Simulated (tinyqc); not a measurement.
RHF in the sto-3g basis, for B+, spin multiplicity 1, step by step. This run ends on a higher stationary point, not on the lowest solution. Computed by tinyqc, a small Python program that keeps every step (integrals from PySCF). Settings: charge = 1, multiplicity = 1, basis = sto-3g, energy threshold = 1e-10, iteration cap = 87, orthogonalisation = symmetric, start = Wolfsberg-Helmholz matrix, DIIS depth = 4, damping = 0.3, method = RHF. Command: `OMP_NUM_THREADS=1 python tinyqc.py 27028 27029 out.jsonl` (the two numbers bound the seeds that draw the settings). One thread of a shared host (Intel(R) Xeon(R) Processor @ 2.60GHz), about 0.03 s of CPU time with the checks. Later iterations appear only in the table of the cycle.

## One-electron integrals

Geometry (angstrom):
```
atom,x,y,z
B,0.000000,0.000000,0.000000
```

Basis sto-3g: exponents (1/bohr^2) and contraction coefficients of normalised primitives:
```
element,l (shell),exponent,coefficient
B,s (1),48.791113,0.154329
B,s (1),8.887362,0.535328
B,s (1),2.405267,0.444635
B,s (2),2.236956,-0.099967
B,s (2),0.519821,0.399513
B,s (2),0.169062,0.700115
B,p (3),2.236956,0.155916
B,p (3),0.519821,0.607684
B,p (3),0.169062,0.391957
```

Overlap, kinetic and nuclear-attraction integrals over the contracted functions; the nuclear repulsion is the sum of Za Zb / Rab.

nuclear repulsion = 0 hartree

overlap S:
```
,1B 1s,1B 2s,1B 2px,1B 2py,1B 2pz
1B 1s,1.000000,0.269328,0.000000,0.000000,0.000000
1B 2s,0.269328,1.000000,0.000000,0.000000,0.000000
1B 2px,0.000000,0.000000,1.000000,0.000000,0.000000
1B 2py,0.000000,0.000000,0.000000,1.000000,0.000000
1B 2pz,0.000000,0.000000,0.000000,0.000000,1.000000
```

kinetic energy T (hartree):
```
,1B 1s,1B 2s,1B 2px,1B 2py,1B 2pz
1B 1s,10.826302,-0.047967,0.000000,0.000000,0.000000
1B 2s,-0.047967,0.359168,0.000000,0.000000,0.000000
1B 2px,0.000000,0.000000,1.123881,0.000000,0.000000
1B 2py,0.000000,0.000000,0.000000,1.123881,0.000000
1B 2pz,0.000000,0.000000,0.000000,0.000000,1.123881
```

nuclear attraction V (hartree):
```
,1B 1s,1B 2s,1B 2px,1B 2py,1B 2pz
1B 1s,-23.147388,-3.139362,0.000000,0.000000,0.000000
1B 2s,-3.139362,-3.771633,0.000000,0.000000,0.000000
1B 2px,0.000000,0.000000,-3.741440,0.000000,0.000000
1B 2py,0.000000,0.000000,0.000000,-3.741440,0.000000
1B 2pz,0.000000,0.000000,0.000000,0.000000,-3.741440
```

core Hamiltonian H = T + V (hartree):
```
,1B 1s,1B 2s,1B 2px,1B 2py,1B 2pz
1B 1s,-12.321086,-3.187330,0.000000,0.000000,0.000000
1B 2s,-3.187330,-3.412465,0.000000,0.000000,0.000000
1B 2px,0.000000,0.000000,-2.617559,0.000000,0.000000
1B 2py,0.000000,0.000000,0.000000,-2.617559,0.000000
1B 2pz,0.000000,0.000000,0.000000,0.000000,-2.617559
```

## Two-electron integrals

Functions are numbered as in S; the eight-fold symmetry (ij|kl) = (ji|kl) = (kl|ij) leaves the list below.

Two-electron integrals (ij|kl) in chemists' order, unique and non-zero (hartree):
```
i,j,k,l,(ij|kl)
1,1,1,1,2.923513
2,1,1,1,0.518376
2,1,2,1,0.109262
2,2,1,1,0.744229
2,2,2,1,0.193177
2,2,2,2,0.544804
3,1,3,1,0.020264
3,2,3,1,0.029996
3,2,3,2,0.120346
3,3,1,1,0.742491
3,3,2,1,0.193240
3,3,2,2,0.544682
3,3,3,3,0.586773
4,1,4,1,0.020264
4,2,4,1,0.029996
4,2,4,2,0.120346
4,3,4,3,0.031630
4,4,1,1,0.742491
4,4,2,1,0.193240
4,4,2,2,0.544682
4,4,3,3,0.523513
4,4,4,4,0.586773
5,1,5,1,0.020264
5,2,5,1,0.029996
5,2,5,2,0.120346
5,3,5,3,0.031630
5,4,5,4,0.031630
5,5,1,1,0.742491
5,5,2,1,0.193240
5,5,2,2,0.544682
5,5,3,3,0.523513
5,5,4,4,0.523513
5,5,5,5,0.586773
```

## Orthogonalisation

S = U s U^T; symmetric (Loewdin) form X = U s^(-1/2) U^T, so that X^T S X = 1.

eigenvalues of S: 0.730672  1.000000  1.000000  1.000000  1.269328

X:
```
,1B 1s,1B 2s,1B 2px,1B 2py,1B 2pz
1B 1s,1.028732,-0.141141,0.000000,0.000000,0.000000
1B 2s,-0.141141,1.028732,0.000000,0.000000,0.000000
1B 2px,0.000000,0.000000,1.000000,0.000000,0.000000
1B 2py,0.000000,0.000000,0.000000,1.000000,0.000000
1B 2pz,0.000000,0.000000,0.000000,0.000000,1.000000
```

## Starting guess

The start is the generalised Wolfsberg-Helmholz matrix (K = 1.75) built on H; D = 2 C_occ C_occ^T.

D at the start:
```
,1B 1s,1B 2s,1B 2px,1B 2py,1B 2pz
1B 1s,1.951048,0.084142,0.000000,0.000000,0.000000
1B 2s,0.084142,0.003629,0.000000,0.000000,0.000000
1B 2px,0.000000,0.000000,2.000000,0.000000,0.000000
1B 2py,0.000000,0.000000,0.000000,0.000000,0.000000
1B 2pz,0.000000,0.000000,0.000000,0.000000,0.000000
```

## Iteration 1: building the Fock matrix

J_ij = sum D_kl (ij|kl), K_ij = sum D_kl (ik|jl); F = H + J - 0.5 K; E = tr D H + tr D J / 2 - 0.25 tr D K + E_nn.

Coulomb J (hartree):
```
,1B 1s,1B 2s,1B 2px,1B 2py,1B 2pz
1B 1s,7.278830,1.416944,0.000000,0.000000,0.000000
1B 2s,1.416944,2.575876,0.000000,0.000000,0.000000
1B 2px,0.000000,0.000000,2.656677,0.000000,0.000000
1B 2py,0.000000,0.000000,0.000000,2.530158,0.000000
1B 2pz,0.000000,0.000000,0.000000,0.000000,2.530158
```

exchange K (hartree):
```
,1B 1s,1B 2s,1B 2px,1B 2py,1B 2pz
1B 1s,5.832071,1.143884,0.000000,0.000000,0.000000
1B 2s,1.143884,0.488352,0.000000,0.000000,0.000000
1B 2px,0.000000,0.000000,1.218565,0.000000,0.000000
1B 2py,0.000000,0.000000,0.000000,0.108279,0.000000
1B 2pz,0.000000,0.000000,0.000000,0.000000,0.108279
```

Fock matrix F (hartree):
```
,1B 1s,1B 2s,1B 2px,1B 2py,1B 2pz
1B 1s,-7.958291,-2.342327,0.000000,0.000000,0.000000
1B 2s,-2.342327,-1.080765,0.000000,0.000000,0.000000
1B 2px,0.000000,0.000000,-0.570165,0.000000,0.000000
1B 2py,0.000000,0.000000,0.000000,-0.141540,0.000000
1B 2pz,0.000000,0.000000,0.000000,0.000000,-0.141540
```

total energy of this density = -23.44416837 hartree

This density is the starting one.

## Iteration 1: diagonalisation and new density

Diagonalise F' = X^T F X, C = X C', fill 2 alpha and 2 beta electrons from the bottom; D = 2 C_occ C_occ^T; the new density keeps 0.3 of the old one (damping). Each column has its largest component positive (the first on a tie).

F' = X^T F X (hartree):
```
,1,2,3,4,5
1,-7.763516,-1.213087,0.000000,0.000000,0.000000
2,-1.213087,-0.622104,0.000000,0.000000,0.000000
3,0.000000,0.000000,-0.570165,0.000000,0.000000
4,0.000000,0.000000,0.000000,-0.141540,0.000000
5,0.000000,0.000000,0.000000,0.000000,-0.141540
```

orbital energies (hartree): MO1 -7.963953, MO2 -0.570165, MO3 -0.421667, MO4 -0.141540, MO5 -0.141540

coefficients C:
```
,MO1,MO2,MO3,MO4,MO5
1B 1s,0.991962,0.000000,-0.306955,0.000000,0.000000
1B 2s,0.028450,0.000000,1.037979,0.000000,0.000000
1B 2px,0.000000,1.000000,0.000000,0.000000,0.000000
1B 2py,0.000000,0.000000,0.000000,1.000000,0.000000
1B 2pz,0.000000,0.000000,0.000000,0.000000,1.000000
```

D after iteration 1:
```
,1B 1s,1B 2s,1B 2px,1B 2py,1B 2pz
1B 1s,1.962899,0.064753,0.000000,0.000000,0.000000
1B 2s,0.064753,0.002222,0.000000,0.000000,0.000000
1B 2px,0.000000,0.000000,2.000000,0.000000,0.000000
1B 2py,0.000000,0.000000,0.000000,0.000000,0.000000
1B 2pz,0.000000,0.000000,0.000000,0.000000,0.000000
```

Within a degenerate level the vectors are fixed only up to a rotation; this is one choice.

## Iteration 2: building the Fock matrix

As before.

Coulomb J (hartree):
```
,1B 1s,1B 2s,1B 2px,1B 2py,1B 2pz
1B 1s,7.292328,1.418579,0.000000,0.000000,0.000000
1B 2s,1.418579,2.576438,0.000000,0.000000,0.000000
1B 2px,0.000000,0.000000,2.657216,0.000000,0.000000
1B 2py,0.000000,0.000000,0.000000,2.530698,0.000000
1B 2pz,0.000000,0.000000,0.000000,0.000000,2.530698
```

exchange K (hartree):
```
,1B 1s,1B 2s,1B 2px,1B 2py,1B 2pz
1B 1s,5.846462,1.133207,0.000000,0.000000,0.000000
1B 2s,1.133207,0.481389,0.000000,0.000000,0.000000
1B 2px,0.000000,0.000000,1.217473,0.000000,0.000000
1B 2py,0.000000,0.000000,0.000000,0.107187,0.000000
1B 2pz,0.000000,0.000000,0.000000,0.000000,0.107187
```

Fock matrix F (hartree):
```
,1B 1s,1B 2s,1B 2px,1B 2py,1B 2pz
1B 1s,-7.951989,-2.335354,0.000000,0.000000,0.000000
1B 2s,-2.335354,-1.076721,0.000000,0.000000,0.000000
1B 2px,0.000000,0.000000,-0.569079,0.000000,0.000000
1B 2py,0.000000,0.000000,0.000000,-0.140455,0.000000
1B 2pz,0.000000,0.000000,0.000000,0.000000,-0.140455
```

total energy of this density = -23.44623092 hartree

This density is a damped mixture and is not idempotent.

## Iteration 2: DIIS over 2 matrices

error matrix X^T (FDS - SDF) X:
```
,1,2,3,4,5
1,0.000000,-0.072266,0.000000,0.000000,0.000000
2,0.072266,0.000000,0.000000,0.000000,0.000000
3,0.000000,0.000000,0.000000,0.000000,0.000000
4,0.000000,0.000000,0.000000,0.000000,0.000000
5,0.000000,0.000000,0.000000,0.000000,0.000000
```

B (overlaps of the stored error matrices):
```
,1,2
1,8.4537084e-02,2.9714671e-02
2,2.9714671e-02,1.0444667e-02
```

Minimise |sum c_i e_i|^2 with sum c_i = 1: solve [B -1; -1 0][c; lambda] = [0; -1] with B_ij = tr e_i^T e_j, and take F = sum c_i F_i.

DIIS coefficients: -0.542017  1.542017

extrapolated F (hartree):
```
,1B 1s,1B 2s,1B 2px,1B 2py,1B 2pz
1B 1s,-7.948573,-2.331574,0.000000,0.000000,0.000000
1B 2s,-2.331574,-1.074529,0.000000,0.000000,0.000000
1B 2px,0.000000,0.000000,-0.568491,0.000000,0.000000
1B 2py,0.000000,0.000000,0.000000,-0.139866,0.000000
1B 2pz,0.000000,0.000000,0.000000,0.000000,-0.139866
```

## Iteration 2: diagonalisation and new density

As before.

F' = X^T F X (hartree):
```
,1,2,3,4,5
1,-7.756229,-1.203810,0.000000,0.000000,0.000000
2,-1.203810,-0.618434,0.000000,0.000000,0.000000
3,0.000000,0.000000,-0.568491,0.000000,0.000000
4,0.000000,0.000000,0.000000,-0.139866,0.000000
5,0.000000,0.000000,0.000000,0.000000,-0.139866
```

orbital energies (hartree): MO1 -7.953787, MO2 -0.568491, MO3 -0.420876, MO4 -0.139866, MO5 -0.139866

coefficients C:
```
,MO1,MO2,MO3,MO4,MO5
1B 1s,0.992296,0.000000,-0.305875,0.000000,0.000000
1B 2s,0.027320,0.000000,1.038010,0.000000,0.000000
1B 2px,0.000000,1.000000,0.000000,0.000000,0.000000
1B 2py,0.000000,0.000000,0.000000,1.000000,0.000000
1B 2pz,0.000000,0.000000,0.000000,0.000000,1.000000
```

D after iteration 2:
```
,1B 1s,1B 2s,1B 2px,1B 2py,1B 2pz
1B 1s,1.967381,0.057379,0.000000,0.000000,0.000000
1B 2s,0.057379,0.001711,0.000000,0.000000,0.000000
1B 2px,0.000000,0.000000,2.000000,0.000000,0.000000
1B 2py,0.000000,0.000000,0.000000,0.000000,0.000000
1B 2pz,0.000000,0.000000,0.000000,0.000000,0.000000
```

Within a degenerate level the vectors are fixed only up to a rotation; this is one choice.

## Iteration 17 (converged): orbitals

converged F (hartree):
```
,1B 1s,1B 2s,1B 2px,1B 2py,1B 2pz
1B 1s,-7.948591,-2.331570,0.000000,0.000000,0.000000
1B 2s,-2.331570,-1.074538,0.000000,0.000000,0.000000
1B 2px,0.000000,0.000000,-0.568498,0.000000,0.000000
1B 2py,0.000000,0.000000,0.000000,-0.139873,0.000000
1B 2pz,0.000000,0.000000,0.000000,0.000000,-0.139873
```

Diagonalise F' = X^T F X, C = X C', fill 2 alpha and 2 beta electrons from the bottom; D = 2 C_occ C_occ^T. Each column has its largest component positive (the first on a tie).

F' = X^T F X (hartree):
```
,1,2,3,4,5
1,-7.756250,-1.203801,0.000000,0.000000,0.000000
2,-1.203801,-0.618445,0.000000,0.000000,0.000000
3,0.000000,0.000000,-0.568498,0.000000,0.000000
4,0.000000,0.000000,0.000000,-0.139873,0.000000
5,0.000000,0.000000,0.000000,0.000000,-0.139873
```

orbital energies (hartree): MO1 -7.953805, MO2 -0.568498, MO3 -0.420890, MO4 -0.139873, MO5 -0.139873

coefficients C:
```
,MO1,MO2,MO3,MO4,MO5
1B 1s,0.992296,0.000000,-0.305874,0.000000,0.000000
1B 2s,0.027318,0.000000,1.038010,0.000000,0.000000
1B 2px,0.000000,1.000000,0.000000,0.000000,0.000000
1B 2py,0.000000,0.000000,0.000000,1.000000,0.000000
1B 2pz,0.000000,0.000000,0.000000,0.000000,1.000000
```

D after iteration 17:
```
,1B 1s,1B 2s,1B 2px,1B 2py,1B 2pz
1B 1s,1.969304,0.054216,0.000000,0.000000,0.000000
1B 2s,0.054216,0.001493,0.000000,0.000000,0.000000
1B 2px,0.000000,0.000000,2.000000,0.000000,0.000000
1B 2py,0.000000,0.000000,0.000000,0.000000,0.000000
1B 2pz,0.000000,0.000000,0.000000,0.000000,0.000000
```

Within a degenerate level the vectors are fixed only up to a rotation; this is one choice.

## Convergence

Stop when the energy changes by less than 1e-10 hartree and every element of the error matrix X^T (F D S - S D F) X is below 3e-06.

Course of the cycle:
```
iteration,E (hartree),change,largest element of the error matrix
1,-23.44416837,-,2.06e-01
2,-23.44623092,-2.06e-03,7.23e-02
3,-23.44689819,-6.67e-04,2.17e-02
4,-23.44710406,-2.06e-04,6.51e-03
5,-23.44716633,-6.23e-05,1.96e-03
6,-23.44718506,-1.87e-05,5.87e-04
7,-23.44719068,-5.62e-06,1.76e-04
8,-23.44719237,-1.69e-06,5.29e-05
9,-23.44719287,-5.06e-07,1.59e-05
10,-23.44719302,-1.52e-07,4.76e-06
11,-23.44719307,-4.56e-08,1.43e-06
12,-23.44719308,-1.37e-08,4.28e-07
13,-23.44719309,-4.10e-09,1.28e-07
14,-23.44719309,-1.23e-09,3.85e-08
15,-23.44719309,-3.69e-10,1.16e-08
16,-23.44719309,-1.11e-10,3.47e-09
17,-23.44719309,-3.32e-11,1.04e-09
```

PySCF RHF in the same basis = -23.94847037 hartree

Converged in 17 iterations. But the solution lies 0.50128 hartree above the reference: it is another stationary point, not the lowest restricted one. Reruns (cap 100 unless said): DIIS 8: converged in 6 to a higher stationary point; damping 0.5: converged in 26 to a higher stationary point; level shift 0.5: converged in 7 to a higher stationary point; atomic densities as start, DIIS 8: converged in 3.

## Populations

Mulliken: Z minus the diagonal of D S on the atom; Loewdin: the same with S^(1/2) D S^(1/2).

Charges (e):
```
atom,Mulliken,Loewdin
1B,1.000000,1.000000
```
